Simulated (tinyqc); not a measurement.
From results back to parameters: round or elliptic silicon nanowire with anisotropic valleys (Ritz method). Two cases, with inputs chosen for the exercise.

Problem. For a circular wire every level scales as 1/R^2. The lowest level of group A was computed from a hidden radius.

Wire along x = [100] on a (001) wafer, y = [010], z = [001]. Valley groups, two valleys each (w = inverse masses): A, axis along z: w_y = 1/mt, w_z = 1/ml, m_x = mt; B, axis along y: w_y = 1/ml, w_z = 1/mt, m_x = mt; C, axis along x: w_y = w_z = 1/mt, m_x = ml.

Hard wall on the ellipse (y/a)^2 + (z/b)^2 = 1, c = hbar^2/2m0. With u = y/a, v = z/b the operator is -c [(w_y/a^2) d2/du2 + (w_z/b^2) d2/dv2] on the unit disc. Basis (1 - u^2 - v^2) u^i v^j; S, X and Y are the disc integrals of f f', (df/du)(df'/du) and (df/dv)(df'/dv), from the integral of u^p v^q = 2 Gamma((p+1)/2) Gamma((q+1)/2)/((p + q + 2) Gamma((p+q+2)/2)) for even p, q; H = c (w_y X/a^2 + w_z Y/b^2).

Converged values use 21 functions of each parity class (e or o in u, then in v).

Constants: hbar^2/2m0 = 3.80998211 eV angstrom^2.

Find: E R^2/c; R.

Case 1.

Values chosen (out of a larger set: near those of a Si nanowire; not measured data): ml = 0.906 m0 (longitudinal mass); mt = 0.188 m0 (transverse mass).

level = 0.192680 eV

Solution.

E R^2/c = 18.257
R = 19.0 angstrom

Solve once for R = 1 and scale. The mean inverse mass would give 2.404826^2 (1/mt + 1/ml)/2 = 18.572, 1.7 % too high.

Case 2.

Values chosen (out of a larger set: near those of a Si nanowire; not measured data): ml = 0.917 m0 (longitudinal mass); mt = 0.19 m0 (transverse mass).

level = 0.094383 eV

Solution.

E R^2/c = 18.059
R = 27.0 angstrom

Solve once for R = 1 and scale. The mean inverse mass would give 2.404826^2 (1/mt + 1/ml)/2 = 18.372, 1.7 % too high.

Computed by tinyqc, one run a case: `OMP_NUM_THREADS=1 python tinyqc.py N N+1 out.jsonl` with N = 1282759, 1282760; one thread of a shared Intel(R) Xeon(R) Processor @ 2.30GHz, about 0.02 s a run at most.
